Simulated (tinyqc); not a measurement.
RKS/exchange-only LDA in the 6-311g basis, for He, spin multiplicity 1, step by step. One step of it, computed by the program tinyqc.

Problem. Iteration 12 (converged): orbitals. Diagonalise F' = X^T F X, C = X C', fill 1 alpha and 1 beta electrons from the bottom; D = 2 C_occ C_occ^T. Each column has its largest component positive (the first on a tie).

converged F (hartree):
```
           1He 1s     1He 2s     1He 3s
1He 1s   1.369832  -0.861529  -0.760067
1He 2s  -0.861529  -0.217752  -0.375816
1He 3s  -0.760067  -0.375816  -0.168594
```

X:
```
           1He 1s     1He 2s     1He 3s
1He 1s   1.316564  -0.645914   0.150682
1He 2s  -0.645914   1.855498  -0.771405
1He 3s   0.150682  -0.771405   1.436671
```

Give: F' = X^T F X; orbital energies; coefficients C; D after iteration 12.

Solution.

F' = X^T F X (hartree):
```
        1       2       3
1   3.517  -2.795   0.023
2  -2.795   2.105  -0.737
3   0.023  -0.737   0.258
```

orbital energies (hartree): MO1 -0.511, MO2 0.656, MO3 5.734

coefficients C:
```
          MO1     MO2     MO3
1He 1s  0.262  -0.171  -1.441
1He 2s  0.448  -1.140   1.719
1He 3s  0.443   1.403  -0.719
```

D after iteration 12:
```
        1He 1s  1He 2s  1He 3s
1He 1s   0.137   0.235   0.232
1He 2s   0.235   0.401   0.397
1He 3s   0.232   0.397   0.393
```
